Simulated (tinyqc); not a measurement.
Inside a calculation. Method: MP2 on RHF in the 6-31g basis, for H-, spin multiplicity 1. The basis has no diffuse functions, so it cannot describe the extra electron: this is an exercise in the method, not the real anion. Computed by tinyqc, a small Python program that keeps every step (integrals from PySCF). Settings: charge = -1, multiplicity = 1, basis = 6-31g, method = RHF, energy threshold = 1e-10, iteration cap = 80, orthogonalisation = canonical, start = atomic densities, DIIS depth = 6. Command: `OMP_NUM_THREADS=1 python tinyqc.py 24801 24802 out.jsonl` (the two numbers bound the seeds that draw the settings). One thread of a shared host (Intel(R) Xeon(R) Processor @ 2.60GHz), about 0.2 s of CPU time with the checks. The early iterations of the SCF are left out here.

## One-electron integrals

Geometry (angstrom):
```
atom         x         y         z
H     0.000000  0.000000  0.000000
```

Basis 6-31g: exponents (1/bohr^2) and contraction coefficients of normalised primitives:
```
element  l (shell)   exponent  coefficient
H            s (1)  18.731137     0.033495
H            s (1)   2.825394     0.234727
H            s (1)   0.640122     0.813757
H            s (2)   0.161278     1.000000
```

Overlap, kinetic and nuclear-attraction integrals over the contracted functions; the nuclear repulsion is the sum of Za Zb / Rab.

nuclear repulsion = 0 hartree

overlap S:
```
          1H 1s     1H 2s
1H 1s  1.000000  0.658292
1H 2s  0.658292  1.000000
```

kinetic energy T (hartree):
```
          1H 1s     1H 2s
1H 1s  1.395678  0.259735
1H 2s  0.259735  0.241917
```

nuclear attraction V (hartree):
```
           1H 1s      1H 2s
1H 1s  -1.653231  -0.742311
1H 2s  -0.742311  -0.640851
```

core Hamiltonian H = T + V (hartree):
```
           1H 1s      1H 2s
1H 1s  -0.257552  -0.482576
1H 2s  -0.482576  -0.398935
```

## Two-electron integrals

Functions are numbered as in S; the eight-fold symmetry (ij|kl) = (ji|kl) = (kl|ij) leaves the list below.

Two-electron integrals (ij|kl) in chemists' order, unique and non-zero (hartree):
```
(11|11) 1.076566   (21|11) 0.578470   (21|21) 0.329423   (22|11) 0.587396
(22|21) 0.361304   (22|22) 0.453150
```

## Orthogonalisation

S = U s U^T; canonical form X = U s^(-1/2), so that X^T S X = 1. Each column of U has its largest component positive (the first on a tie).

eigenvalues of S: 0.341708  1.658292

X:
```
               1         2
1H 1s   1.209644  0.549104
1H 2s  -1.209644  0.549104
```

## Iteration 9 (converged): orbitals

converged F (hartree):
```
           1H 1s      1H 2s
1H 1s   0.609643  -0.123666
1H 2s  -0.123666   0.101393
```

Diagonalise F' = X^T F X, C = X C', fill 1 alpha and 1 beta electrons from the bottom; D = 2 C_occ C_occ^T. Each column has its largest component positive (the first on a tie).

F' = X^T F X (hartree):
```
          1         2
1  1.402321  0.337590
2  0.337590  0.139814
```

orbital energies (hartree): MO1 0.055212, MO2 1.486923

coefficients C:
```
            MO1        MO2
1H 1s  0.238585   1.306840
1H 2s  0.826681  -1.039880
```

D after iteration 9:
```
          1H 1s     1H 2s
1H 1s  0.113846  0.394468
1H 2s  0.394468  1.366804
```

## Convergence

Stop when the energy changes by less than 1e-10 hartree and every element of the error matrix X^T (F D S - S D F) X is below 3e-06.

Course of the cycle:
```
iteration  E (hartree)     change  largest element of the error matrix
1          -0.29959326          -                             5.53e-01
2          -0.42103847  -1.21e-01                             5.94e-02
3          -0.42244136  -1.40e-03                             1.19e-03
4          -0.42244181  -4.51e-07                             5.40e-04
5          -0.42244188  -6.77e-08                             3.50e-04
6          -0.42244190  -2.22e-08                             2.60e-04
7          -0.42244191  -9.93e-09                             2.07e-04
8          -0.42244193  -1.71e-08                             1.24e-06
9          -0.42244193  -6.17e-13                             9.07e-09
```

PySCF RHF in the same basis = -0.42244193 hartree

Converged in 9 iterations.

## Integrals over molecular orbitals

(pq|rs) = sum C_ip C_jq C_kr C_ls (ij|kl), one index at a time.

one-electron integrals over orbitals h = C^T H C (hartree):
```
           1          2
1  -0.477654  -0.138978
2  -0.138978   0.440356
```

Two-electron integrals over orbitals (pq|rs), unique and non-zero (hartree):
```
(11|11) 0.532867   (21|11) 0.138978   (21|21) 0.136050   (22|11) 0.591309
(22|21) 0.243852   (22|22) 0.778941
```

## Second-order Moller-Plesset energy

Hartree-Fock energy = -0.42244193 hartree

E2 = sum_ijab (ia|jb) [2 (ia|jb) - (ib|ja)] / (e_i + e_j - e_a - e_b) over occupied i, j and virtual a, b; the opposite-spin part is (ia|jb)^2 / denominator, the rest is same-spin, and SCS-MP2 scales them by 6/5 and 1/3.

Terms:
```
i  j  a  b   (ia|jb)   (ib|ja)  denominator       term
1  1  2  2  0.136050  0.136050    -2.863421  -0.006464
```

Pair energies (hartree; pair i-j sums ij and ji):
```
pair  opposite spin  same spin
1-1       -0.006464   0.000000
```

MP2 correlation energy = -0.00646420 hartree

SCS-MP2 correlation energy = -0.00775705 hartree

MP2 total energy = -0.42890614 hartree
